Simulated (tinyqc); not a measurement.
Inside a calculation: BHZ model on a square lattice (one spin block). Values are carried at full precision from step to step, so a last printed digit may differ when a step is redone from the rounded ones.

h(k) = e0 + d.s with s the Pauli matrices in the basis (E, H), k in units of 1/a: dx = (A/a) sin kx, dy = (A/a) sin ky, dz = M - (2B/a^2)(2 - cos kx - cos ky), e0 = -(2D/a^2)(2 - cos kx - cos ky). The other spin block is h*(-k). For small k this is the continuum model with dz = M - B k^2.

Parameters, chosen for this exercise (of the size used for InAs / GaSb double wells; not measured data): A = 0.74 eV angstrom; B = -78.6 eV angstrom^2; D = -21.5 eV angstrom^2; M = 0.013 eV (mass term); a = 50 angstrom (grid spacing); k = (-0.08, 0.18) 1/a (wave vector); nk = 40 (points along kx).

## One k point

Form e0, d and E = e0 -/+ |d|.

e0 = 0.333 meV

dx, dy, dz (meV): -1.183  2.650  14.217

levels (meV): -14.177  14.843

## Signs of dz at the four invariant points

dz = M, M - 4B/a^2 (twice), M - 8B/a^2 at (0,0), (pi,0), (0,pi), (pi,pi). The product of the signs is (-1)^nu. C = (s00 - s0p - sp0 + spp)/2 is the Chern number of the lower band of this block, in the sense Omega = curl of i<u|grad u>.

dz (meV): (0,0) 13.00, (pi,0) 138.76, (0,pi) 138.76, (pi,pi) 264.52

nu (Z2 index) = 0
C = 0

M/B < 0: no inversion, a trivial insulator.

## Wilson loop

For each ky: x = -(1/2 pi) arg of the product of <u_j|u_(j+1)> over nk points kx = 2 pi j/nk of the lower band, folded into (-1/2, 1/2]. x is the centre of the hybrid Wannier function; minus its winding over ky from -pi to pi (followed on 61 points) is C.

Centres:

| ky | x (a) |
|---|---|
| -3.142 | 0.0000 |
| -1.500 | 0.0020 |
| -0.700 | 0.0073 |
| -0.350 | 0.0092 |
| -0.150 | 0.0057 |
| 0.000 | 0.0000 |
| 0.150 | -0.0057 |
| 0.350 | -0.0092 |
| 0.700 | -0.0073 |
| 1.500 | -0.0020 |
| 3.142 | 0.0000 |

C from the winding = 0

The centre returns without winding, moving at most 0.009 of a cell on these rows.

## Checks

- Chern number from the winding against the sign formula: both 0.

tinyqc: `OMP_NUM_THREADS=1 python tinyqc.py 1480567 1480568 out.jsonl`; about 0.1 s, one thread, shared Intel(R) Xeon(R) Processor @ 2.30GHz.
